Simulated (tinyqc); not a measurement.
Sp3 tight binding, zinc-blende lattice, step by step. One step of it, computed by the program tinyqc.

Problem. Levels at k. Diagonalise the Hermitian matrix.

H(k) at k (eV), lower triangle (Hermitian):
```
,a s,a px,a py,a pz,c s,c px,c py,c pz
a s,-16.070000
a px,0.000000,-8.210000
a py,0.000000,0.000000,-8.210000
a pz,0.000000,0.000000,0.000000,-8.210000
c s,-1.277494-1.944798i,0.793437+1.207893i,-0.500326-1.915527i,-2.916111-0.328652i,-13.700000
c px,-0.793437-1.207893i,0.309695+0.471466i,3.379091+0.380831i,0.579760+2.219648i,0.000000,-6.970000
c py,0.500326+1.915527i,3.379091+0.380831i,0.309695+0.471466i,-0.919408-1.399665i,0.000000,0.000000,-6.970000
c pz,2.916111+0.328652i,0.579760+2.219648i,-0.919408-1.399665i,0.309695+0.471466i,0.000000,0.000000,0.000000,-6.970000
```

Give: eigenvalues; weights |c|^2 of the basis functions.

Solution.

eigenvalues (eV): -18.627  -15.094  -12.065  -11.501  -6.875  -4.816  -3.670  -2.663

weights |c|^2 of the basis functions:
```
,band 1,band 2,band 3,band 4,band 5,band 6,band 7,band 8
a s,0.675,0.156,0.018,0.000,0.101,0.042,0.000,0.007
a px,0.002,0.059,0.148,0.340,0.028,0.014,0.243,0.167
a py,0.004,0.079,0.198,0.207,0.116,0.076,0.165,0.156
a pz,0.013,0.117,0.197,0.032,0.292,0.227,0.013,0.107
c s,0.243,0.473,0.032,0.001,0.218,0.026,0.000,0.007
c px,0.009,0.030,0.126,0.242,0.017,0.027,0.332,0.217
c py,0.015,0.041,0.143,0.156,0.068,0.148,0.229,0.201
c pz,0.038,0.045,0.137,0.023,0.160,0.440,0.018,0.138
```
